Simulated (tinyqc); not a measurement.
Worked calculation: RKS/BLYP in the cc-pvdz basis, for He, spin multiplicity 1. Computed by tinyqc, a small Python program that keeps every step (integrals from PySCF). Settings: charge = 0, multiplicity = 1, basis = cc-pvdz, energy threshold = 1e-10, iteration cap = 59, orthogonalisation = canonical, start = Wolfsberg-Helmholz matrix, DIIS depth = 0, method = RKS, functional = blyp, grid = [40, 50]. Command: `OMP_NUM_THREADS=1 python tinyqc.py 24538 24539 out.jsonl` (the two numbers bound the seeds that draw the settings). One thread of a shared host (Intel(R) Xeon(R) Processor @ 2.60GHz), about 0.1 s of CPU time with the checks. Later iterations appear only in the table of the cycle.

## One-electron integrals

Geometry (angstrom):

| atom | x | y | z |
|---|---|---|---|
| He | 0.00000 | 0.00000 | 0.00000 |

Basis cc-pvdz: exponents (1/bohr^2) and contraction coefficients of normalised primitives:

| element | l (shell) | exponent | coefficient |
|---|---|---|---|
| He | s (1) | 38.36000 | 0.04018 |
| He | s (1) | 5.77000 | 0.26137 |
| He | s (1) | 1.24000 | 0.79307 |
| He | s (2) | 0.29760 | 1.00000 |
| He | p (3) | 1.27500 | 1.00000 |

Overlap, kinetic and nuclear-attraction integrals over the contracted functions; the nuclear repulsion is the sum of Za Zb / Rab.

nuclear repulsion = 0 hartree

overlap S:
```
          1He 1s   1He 2s  1He 2px  1He 2py  1He 2pz
1He 1s   1.00000  0.63417  0.00000  0.00000  0.00000
1He 2s   0.63417  1.00000  0.00000  0.00000  0.00000
1He 2px  0.00000  0.00000  1.00000  0.00000  0.00000
1He 2py  0.00000  0.00000  0.00000  1.00000  0.00000
1He 2pz  0.00000  0.00000  0.00000  0.00000  1.00000
```

kinetic energy T (hartree):
```
          1He 1s   1He 2s  1He 2px  1He 2py  1He 2pz
1He 1s   2.92243  0.46666  0.00000  0.00000  0.00000
1He 2s   0.46666  0.44640  0.00000  0.00000  0.00000
1He 2px  0.00000  0.00000  3.18750  0.00000  0.00000
1He 2py  0.00000  0.00000  0.00000  3.18750  0.00000
1He 2pz  0.00000  0.00000  0.00000  0.00000  3.18750
```

nuclear attraction V (hartree):
```
           1He 1s    1He 2s   1He 2px   1He 2py   1He 2pz
1He 1s   -4.80269  -2.01245   0.00000   0.00000   0.00000
1He 2s   -2.01245  -1.74107   0.00000   0.00000   0.00000
1He 2px   0.00000   0.00000  -2.40250   0.00000   0.00000
1He 2py   0.00000   0.00000   0.00000  -2.40250   0.00000
1He 2pz   0.00000   0.00000   0.00000   0.00000  -2.40250
```

core Hamiltonian H = T + V (hartree):
```
           1He 1s    1He 2s  1He 2px  1He 2py  1He 2pz
1He 1s   -1.88025  -1.54579  0.00000  0.00000  0.00000
1He 2s   -1.54579  -1.29467  0.00000  0.00000  0.00000
1He 2px   0.00000   0.00000  0.78500  0.00000  0.00000
1He 2py   0.00000   0.00000  0.00000  0.78500  0.00000
1He 2pz   0.00000   0.00000  0.00000  0.00000  0.78500
```

## Two-electron integrals

Functions are numbered as in S; the eight-fold symmetry (ij|kl) = (ji|kl) = (kl|ij) leaves the list below.

Two-electron integrals (ij|kl) in chemists' order, unique and non-zero (hartree):
```
(11|11) 1.54304   (21|11) 0.78498   (21|21) 0.42677   (22|11) 0.80346
(22|21) 0.47591   (22|22) 0.61556   (31|31) 0.17731   (32|31) 0.14252
(32|32) 0.13001   (33|11) 1.09980   (33|21) 0.62778   (33|22) 0.73440
(33|33) 1.04053   (41|41) 0.17731   (42|41) 0.14252   (42|42) 0.13001
(43|43) 0.06371   (44|11) 1.09980   (44|21) 0.62778   (44|22) 0.73440
(44|33) 0.91312   (44|44) 1.04053   (51|51) 0.17731   (52|51) 0.14252
(52|52) 0.13001   (53|53) 0.06371   (54|54) 0.06371   (55|11) 1.09980
(55|21) 0.62778   (55|22) 0.73440   (55|33) 0.91312   (55|44) 0.91312
(55|55) 1.04053
```

## Orthogonalisation

S = U s U^T; canonical form X = U s^(-1/2), so that X^T S X = 1. Each column of U has its largest component positive (the first on a tie).

eigenvalues of S: 0.36583  1.00000  1.00000  1.00000  1.63417

X:
```
                1        2        3        4        5
1He 1s    1.16908  0.00000  0.00000  0.00000  0.55314
1He 2s   -1.16908  0.00000  0.00000  0.00000  0.55314
1He 2px   0.00000  1.00000  0.00000  0.00000  0.00000
1He 2py   0.00000  0.00000  1.00000  0.00000  0.00000
1He 2pz   0.00000  0.00000  0.00000  1.00000  0.00000
```

Within a degenerate level the vectors are fixed only up to a rotation; this is one choice.

## Starting guess

The start is the generalised Wolfsberg-Helmholz matrix (K = 1.75) built on H; D = 2 C_occ C_occ^T.

D at the start:
```
          1He 1s   1He 2s  1He 2px  1He 2py  1He 2pz
1He 1s   1.02807  0.54146  0.00000  0.00000  0.00000
1He 2s   0.54146  0.28518  0.00000  0.00000  0.00000
1He 2px  0.00000  0.00000  0.00000  0.00000  0.00000
1He 2py  0.00000  0.00000  0.00000  0.00000  0.00000
1He 2pz  0.00000  0.00000  0.00000  0.00000  0.00000
```

## Iteration 1: exchange-correlation on the grid

Becke grid with 40 radial and 50 angular points per atom, points of zero weight dropped. rho = sum D_ij phi_i phi_j; V_xc,ij = sum w v_xc phi_i phi_j plus the gradient terms; v_xc is d(rho eps)/d rho at fixed gradient.

The 12 grid points with the largest w rho, of 2000 (bohr, atomic units):

| x | y | z | w | rho | \|grad rho\|^2 | eps_xc | v_xc |
|---|---|---|---|---|---|---|---|
| -0.49889 | 0.49889 | 0.00000 | 0.01678 | 0.28654 | 1.18093 | -0.59411 | -0.65578 |
| -0.49889 | -0.49889 | 0.00000 | 0.01678 | 0.28654 | 1.18093 | -0.59411 | -0.65578 |
| 0.00000 | -0.49889 | 0.49889 | 0.01678 | 0.28654 | 1.18093 | -0.59411 | -0.65578 |
| -0.49889 | 0.00000 | 0.49889 | 0.01678 | 0.28654 | 1.18093 | -0.59411 | -0.65578 |
| -0.49889 | 0.00000 | -0.49889 | 0.01678 | 0.28654 | 1.18093 | -0.59411 | -0.65578 |
| 0.00000 | 0.49889 | 0.49889 | 0.01678 | 0.28654 | 1.18093 | -0.59411 | -0.65578 |
| 0.00000 | -0.49889 | -0.49889 | 0.01678 | 0.28654 | 1.18093 | -0.59411 | -0.65578 |
| 0.00000 | 0.49889 | -0.49889 | 0.01678 | 0.28654 | 1.18093 | -0.59411 | -0.65578 |
| 0.49889 | 0.49889 | 0.00000 | 0.01678 | 0.28654 | 1.18093 | -0.59411 | -0.65578 |
| 0.49889 | 0.00000 | 0.49889 | 0.01678 | 0.28654 | 1.18093 | -0.59411 | -0.65578 |
| 0.49889 | 0.00000 | -0.49889 | 0.01678 | 0.28654 | 1.18093 | -0.59411 | -0.65578 |
| 0.49889 | -0.49889 | 0.00000 | 0.01678 | 0.28654 | 1.18093 | -0.59411 | -0.65578 |

electrons on the grid, sum of w rho = 2.00000

E_xc = sum of w rho eps_xc = -1.2138784 hartree

V_xc (hartree):
```
           1He 1s    1He 2s   1He 2px   1He 2py   1He 2pz
1He 1s   -0.93387  -0.44125   0.00000   0.00000   0.00000
1He 2s   -0.44125  -0.39185   0.00000   0.00000   0.00000
1He 2px   0.00000   0.00000  -0.58634   0.00000   0.00000
1He 2py   0.00000   0.00000   0.00000  -0.58634   0.00000
1He 2pz   0.00000   0.00000   0.00000   0.00000  -0.58634
```

## Iteration 1: building the Kohn-Sham matrix

J_ij = sum D_kl (ij|kl); F = H + J + V_xc; E = tr D H + tr D J / 2 + E_xc + E_nn.

Coulomb J (hartree):
```
          1He 1s   1He 2s  1He 2px  1He 2py  1He 2pz
1He 1s   2.66555  1.40489  0.00000  0.00000  0.00000
1He 2s   1.40489  1.51693  0.00000  0.00000  0.00000
1He 2px  0.00000  0.00000  2.01994  0.00000  0.00000
1He 2py  0.00000  0.00000  0.00000  2.01994  0.00000
1He 2pz  0.00000  0.00000  0.00000  0.00000  2.01994
```

Kohn-Sham matrix F (hartree):
```
           1He 1s    1He 2s  1He 2px  1He 2py  1He 2pz
1He 1s   -0.14857  -0.58214  0.00000  0.00000  0.00000
1He 2s   -0.58214  -0.16960  0.00000  0.00000  0.00000
1He 2px   0.00000   0.00000  2.21860  0.00000  0.00000
1He 2py   0.00000   0.00000  0.00000  2.21860  0.00000
1He 2pz   0.00000   0.00000  0.00000  0.00000  2.21860
```

total energy of this density = -2.8429130 hartree

## Iteration 1: diagonalisation and new density

Diagonalise F' = X^T F X, C = X C', fill 1 alpha and 1 beta electrons from the bottom; D = 2 C_occ C_occ^T. Each column has its largest component positive (the first on a tie).

F' = X^T F X (hartree):
```
         1        2        3        4         5
1  1.15644  0.00000  0.00000  0.00000   0.01360
2  0.00000  2.21860  0.00000  0.00000   0.00000
3  0.00000  0.00000  2.21860  0.00000   0.00000
4  0.00000  0.00000  0.00000  2.21860   0.00000
5  0.01360  0.00000  0.00000  0.00000  -0.45358
```

orbital energies (hartree): MO1 -0.45370, MO2 1.15655, MO3 2.21860, MO4 2.21860, MO5 2.21860

coefficients C:
```
             MO1       MO2       MO3       MO4       MO5
1He 1s   0.54325   1.17371   0.00000   0.00000   0.00000
1He 2s   0.56299  -1.16437   0.00000   0.00000   0.00000
1He 2px  0.00000   0.00000   0.97831  -0.15984   0.13179
1He 2py  0.00000   0.00000   0.20716   0.75755  -0.61903
1He 2pz  0.00000   0.00000  -0.00090   0.63290   0.77423
```

D after iteration 1:
```
          1He 1s   1He 2s  1He 2px  1He 2py  1He 2pz
1He 1s   0.59024  0.61169  0.00000  0.00000  0.00000
1He 2s   0.61169  0.63392  0.00000  0.00000  0.00000
1He 2px  0.00000  0.00000  0.00000  0.00000  0.00000
1He 2py  0.00000  0.00000  0.00000  0.00000  0.00000
1He 2pz  0.00000  0.00000  0.00000  0.00000  0.00000
```

Within a degenerate level the vectors are fixed only up to a rotation; this is one choice.

## Iteration 2: exchange-correlation on the grid

As before.

The 12 grid points with the largest w rho, of 2000 (bohr, atomic units):

| x | y | z | w | rho | \|grad rho\|^2 | eps_xc | v_xc |
|---|---|---|---|---|---|---|---|
| 0.00000 | -0.58795 | 0.58795 | 0.02613 | 0.17016 | 0.27293 | -0.49856 | -0.55782 |
| 0.00000 | 0.58795 | 0.58795 | 0.02613 | 0.17016 | 0.27293 | -0.49856 | -0.55782 |
| 0.58795 | 0.00000 | 0.58795 | 0.02613 | 0.17016 | 0.27293 | -0.49856 | -0.55782 |
| 0.00000 | -0.58795 | -0.58795 | 0.02613 | 0.17016 | 0.27293 | -0.49856 | -0.55782 |
| -0.58795 | 0.00000 | 0.58795 | 0.02613 | 0.17016 | 0.27293 | -0.49856 | -0.55782 |
| -0.58795 | 0.00000 | -0.58795 | 0.02613 | 0.17016 | 0.27293 | -0.49856 | -0.55782 |
| 0.00000 | 0.58795 | -0.58795 | 0.02613 | 0.17016 | 0.27293 | -0.49856 | -0.55782 |
| -0.58795 | 0.58795 | 0.00000 | 0.02613 | 0.17016 | 0.27293 | -0.49856 | -0.55782 |
| 0.58795 | 0.58795 | 0.00000 | 0.02613 | 0.17016 | 0.27293 | -0.49856 | -0.55782 |
| 0.58795 | 0.00000 | -0.58795 | 0.02613 | 0.17016 | 0.27293 | -0.49856 | -0.55782 |
| -0.58795 | -0.58795 | 0.00000 | 0.02613 | 0.17016 | 0.27293 | -0.49856 | -0.55782 |
| 0.58795 | -0.58795 | 0.00000 | 0.02613 | 0.17016 | 0.27293 | -0.49856 | -0.55782 |

electrons on the grid, sum of w rho = 2.00000

E_xc = sum of w rho eps_xc = -1.0163870 hartree

V_xc (hartree):
```
           1He 1s    1He 2s   1He 2px   1He 2py   1He 2pz
1He 1s   -0.87775  -0.42785   0.00000   0.00000   0.00000
1He 2s   -0.42785  -0.40221   0.00000   0.00000   0.00000
1He 2px   0.00000   0.00000  -0.58358   0.00000   0.00000
1He 2py   0.00000   0.00000   0.00000  -0.58358   0.00000
1He 2pz   0.00000   0.00000   0.00000   0.00000  -0.58358
```

## Iteration 2: building the Kohn-Sham matrix

As before.

Coulomb J (hartree):
```
          1He 1s   1He 2s  1He 2px  1He 2py  1He 2pz
1He 1s   2.38043  1.28713  0.00000  0.00000  0.00000
1He 2s   1.28713  1.44668  0.00000  0.00000  0.00000
1He 2px  0.00000  0.00000  1.88273  0.00000  0.00000
1He 2py  0.00000  0.00000  0.00000  1.88273  0.00000
1He 2pz  0.00000  0.00000  0.00000  0.00000  1.88273
```

Kohn-Sham matrix F (hartree):
```
           1He 1s    1He 2s  1He 2px  1He 2py  1He 2pz
1He 1s   -0.37757  -0.68651  0.00000  0.00000  0.00000
1He 2s   -0.68651  -0.25021  0.00000  0.00000  0.00000
1He 2px   0.00000   0.00000  2.08414  0.00000  0.00000
1He 2py   0.00000   0.00000  0.00000  2.08414  0.00000
1He 2pz   0.00000   0.00000  0.00000  0.00000  2.08414
```

total energy of this density = -2.8896279 hartree

## Iteration 2: diagonalisation and new density

As before.

F' = X^T F X (hartree):
```
          1        2        3        4         5
1   1.01858  0.00000  0.00000  0.00000  -0.08236
2   0.00000  2.08414  0.00000  0.00000   0.00000
3   0.00000  0.00000  2.08414  0.00000   0.00000
4   0.00000  0.00000  0.00000  2.08414   0.00000
5  -0.08236  0.00000  0.00000  0.00000  -0.61218
```

orbital energies (hartree): MO1 -0.61633, MO2 1.02273, MO3 2.08414, MO4 2.08414, MO5 2.08414

coefficients C:
```
             MO1       MO2       MO3       MO4      MO5
1He 1s   0.61126  -1.13977   0.00000   0.00000  0.00000
1He 2s   0.49362   1.19543   0.00000   0.00000  0.00000
1He 2px  0.00000   0.00000   0.97848   0.12834  0.16156
1He 2py  0.00000   0.00000  -0.20041   0.77744  0.59618
1He 2pz  0.00000   0.00000  -0.04909  -0.61573  0.78643
```

D after iteration 2:
```
          1He 1s   1He 2s  1He 2px  1He 2py  1He 2pz
1He 1s   0.74728  0.60346  0.00000  0.00000  0.00000
1He 2s   0.60346  0.48733  0.00000  0.00000  0.00000
1He 2px  0.00000  0.00000  0.00000  0.00000  0.00000
1He 2py  0.00000  0.00000  0.00000  0.00000  0.00000
1He 2pz  0.00000  0.00000  0.00000  0.00000  0.00000
```

Within a degenerate level the vectors are fixed only up to a rotation; this is one choice.

## Iteration 14 (converged): orbitals

converged F (hartree):
```
           1He 1s    1He 2s  1He 2px  1He 2py  1He 2pz
1He 1s   -0.31328  -0.65693  0.00000  0.00000  0.00000
1He 2s   -0.65693  -0.22689  0.00000  0.00000  0.00000
1He 2px   0.00000   0.00000  2.12256  0.00000  0.00000
1He 2py   0.00000   0.00000  0.00000  2.12256  0.00000
1He 2pz   0.00000   0.00000  0.00000  0.00000  2.12256
```

As before.

F' = X^T F X (hartree):
```
          1        2        3        4         5
1   1.05744  0.00000  0.00000  0.00000  -0.05587
2   0.00000  2.12256  0.00000  0.00000   0.00000
3   0.00000  0.00000  2.12256  0.00000   0.00000
4   0.00000  0.00000  0.00000  2.12256   0.00000
5  -0.05587  0.00000  0.00000  0.00000  -0.56727
```

orbital energies (hartree): MO1 -0.56919, MO2 1.05936, MO3 2.12256, MO4 2.12256, MO5 2.12256

coefficients C:
```
             MO1       MO2       MO3       MO4      MO5
1He 1s   0.59294  -1.14940   0.00000   0.00000  0.00000
1He 2s   0.51269   1.18738   0.00000   0.00000  0.00000
1He 2px  0.00000   0.00000  -0.11908   0.91362  0.38874
1He 2py  0.00000   0.00000  -0.10948  -0.40122  0.90941
1He 2pz  0.00000   0.00000   0.98683   0.06573  0.14780
```

D after iteration 14:
```
          1He 1s   1He 2s  1He 2px  1He 2py  1He 2pz
1He 1s   0.70316  0.60799  0.00000  0.00000  0.00000
1He 2s   0.60799  0.52570  0.00000  0.00000  0.00000
1He 2px  0.00000  0.00000  0.00000  0.00000  0.00000
1He 2py  0.00000  0.00000  0.00000  0.00000  0.00000
1He 2pz  0.00000  0.00000  0.00000  0.00000  0.00000
```

Within a degenerate level the vectors are fixed only up to a rotation; this is one choice.

## Convergence

Stop when the energy changes by less than 1e-10 hartree and every element of the error matrix X^T (F D S - S D F) X is below 3e-06.

Course of the cycle:

| iteration | E (hartree) | change | largest element of the error matrix |
|---|---|---|---|
| 1 | -2.8429130 | - | 4.88e-01 |
| 2 | -2.8896279 | -4.67e-02 | 1.92e-01 |
| 3 | -2.8967029 | -7.07e-03 | 7.18e-02 |
| 4 | -2.8976855 | -9.83e-04 | 2.73e-02 |
| 5 | -2.8978280 | -1.43e-04 | 1.03e-02 |
| 6 | -2.8978484 | -2.04e-05 | 3.92e-03 |
| 7 | -2.8978513 | -2.93e-06 | 1.48e-03 |
| 8 | -2.8978518 | -4.20e-07 | 5.62e-04 |
| 9 | -2.8978518 | -6.03e-08 | 2.13e-04 |
| 10 | -2.8978518 | -8.65e-09 | 8.07e-05 |
| 11 | -2.8978518 | -1.24e-09 | 3.06e-05 |
| 12 | -2.8978518 | -1.78e-10 | 1.16e-05 |
| 13 | -2.8978518 | -2.56e-11 | 4.39e-06 |
| 14 | -2.8978518 | -3.67e-12 | 1.66e-06 |

PySCF RKS in the same basis, fine grid = -2.8978518 hartree

Converged in 14 iterations.

## Populations

Mulliken: Z minus the diagonal of D S on the atom; Loewdin: the same with S^(1/2) D S^(1/2).

Charges (e):

| atom | Mulliken | Loewdin |
|---|---|---|
| 1He | 0 | 0 |
